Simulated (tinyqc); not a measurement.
Electromigration in a confined line: Blech product, Korhonen stress evolution and Black's law: one step, computed by the program tinyqc. Command: `OMP_NUM_THREADS=1 python tinyqc.py 3017968 3017969 out.jsonl emigr walk`. One thread of a shared host (Intel(R) Xeon(R) Processor @ 2.30GHz), about 0.01 s of CPU time with the checks.

The electron wind pushes atoms from the cathode (x = 0) to the anode (x = L); blocking ends build a back stress (tension positive). The input rho is taken not to change with temperature. d sigma/dt = d/dx [kappa (d sigma/dx + G)], with zero flux at both ends and sigma = sigma_0 at t = 0.

Problem. Steady state and Blech product. At steady state sigma(x) = sigma_0 + G (L/2 - x). A void forms only if the cathode stress reaches sigma_c, that is if j L exceeds (j L)_c = 2 Omega (sigma_c - sigma_0)/(Z* e rho). Time scale tau = L^2/kappa.

Inputs (values chosen for the exercise, close to those used for copper lines): resistivity rho = 2.22 micro-ohm cm; atomic volume Omega = 11.8 angstrom^3; effective charge number Z* = 1.8; critical stress sigma_c = 150 MPa; initial stress sigma_0 = 20 MPa; current density j = 0.89 MA/cm^2; line length L = 110 um; test temperature T = 330 C.

Start: thermal stress.

stress gradient G = 4.828852 MPa/um

kappa = 5.242571e-14 m^2/s

Constants: e = 1.602176634e-19 C.

Give: steady cathode stress; j L; critical product (j L)_c; tau.

Solution.

steady cathode stress = 285.59 MPa

j L = 9790 A/cm

critical product (j L)_c = 4792.0 A/cm

tau = 64.112 h

j L is 2.04 times the critical product: the line can fail. Caution: a steady stress above sigma_c is formal, since a void forms first.
